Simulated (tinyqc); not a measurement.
Inside a calculation: polytypes by hexagonality, and a cubic inclusion as a quantum well. Values are carried at full precision from step to step, so a last printed digit may differ when a step is redone from the rounded ones.

A layer is h if its two neighbours in the periodic sequence sit on the same site, k otherwise; the hexagonality h is the share of h layers.

Constants: hbar^2/2m0 = 3.80998211 eV angstrom^2.

Values chosen for the exercise (of the order of those of InAs; shifted at random, so the results belong to these values and not to a real crystal): E3 = 0.417 eV (gap of the cubic polytype); E2 = 0.464 eV (gap of 2H); Ev2 = 0.053 eV (valence top of 2H above that of 3C); P2 = 0.002 C/m^2 (spontaneous polarisation of 2H); m = (0.028, 0.025) m0 (electron mass along c in the cubic layer and in the host); d = 3.497 angstrom (thickness of a double layer); eps = 15.3 (dielectric constant); N = 6 (double layers in the cubic inclusion).

## Hexagonality

Stacking sequences:
```
polytype         sequence
10H            ABCABCBACB
4H                   ABCB
8H               ABCABACB
2H                     AB
15R       ABCACBCABACABCB
```

Give the h/k string and h of each.

Hexagonality:
```
polytype       h/k string       h
10H            hkkkkhkkkk  0.2000
4H                   hkhk  0.5000
8H               hkkkhkkk  0.2500
2H                     hh  1.0000
15R       hkkhkhkkhkhkkhk  0.4000
```

## Gaps and band edges

Gap: E3 + (E2 - E3) h. Valence top Ev2 h and polarisation P2 h, both counted from 3C; Ec = Ev + gap.

Evaluate for each polytype.

Results:
```
polytype  gap (eV)  Ev (eV)  Ec (eV)  P (C/m^2)
10H         0.4264   0.0106   0.4370    0.00040
4H          0.4405   0.0265   0.4670    0.00100
8H          0.4288   0.0132   0.4420    0.00050
2H          0.4640   0.0530   0.5170    0.00200
15R         0.4358   0.0212   0.4570    0.00080
```

The widest gap is that of 2H, the narrowest that of 10H. Ev and Ec both rise with h, so 3C collects electrons and the more hexagonal side holes: a staggered line-up.

## The bound level without the field

A cubic inclusion of width L = N d in the host (h = 1) is a well of depth V = Ec(host) - Ec(3C). Square well with mass mismatch: k tan(k L/2) = (m_w/m_b) q, k = sqrt(m_w E/c), q = sqrt(m_b (V - E)/c), c = hbar^2/2m0, lowest root. The depth of the level, V - E, is its binding, and the transition to the valence top of the host is gap(host) - (V - E). The step in polarisation gives a field |F| = |P|/(eps eps0) in a thin inclusion, eps0 = 8.8541878e-12 F/m.

Give V, L, the level E, its depth below the host conduction edge and the transition to the valence top of the host, gap(host) - (V - E).

V = 0.1000 eV
L = 20.982 angstrom
E above the bottom = 0.0934 eV
depth below the host edge = 0.0066 eV
transition = 0.4574 eV

The level keeps 7 % of the well depth. The transition lies above the gap of 3C itself (0.417 eV).

## The polarisation field

Give |F|, the drop |F| L, the bound charge |P|/e per cm^2 (e = 1.602176634e-19 C), and, as a first estimate, the shift -|F| L/2 of the transition for an electron centred in the layer and a hole in the host on the high side.

|F| = 0.148 MV/cm
drop = 31.0 meV
bound charge = 1.25e+12 cm^-2
estimated shift = -15.5 meV

The drop is 31 % of the well depth. The host edge on the low side sinks by 15 meV against the centre, more than the 7 meV by which the flat well binds, so the level may not survive the field and the estimate must be checked.

## Checks

- Square-well root against finite differences on a grid of 0.5 angstrom (eV): both 0.093.

Run: tinyqc, `OMP_NUM_THREADS=1 python tinyqc.py 1880641 1880642 out.jsonl`; Intel(R) Xeon(R) Processor @ 2.30GHz, one thread, shared host; about 0.2 s of CPU time with all checks.
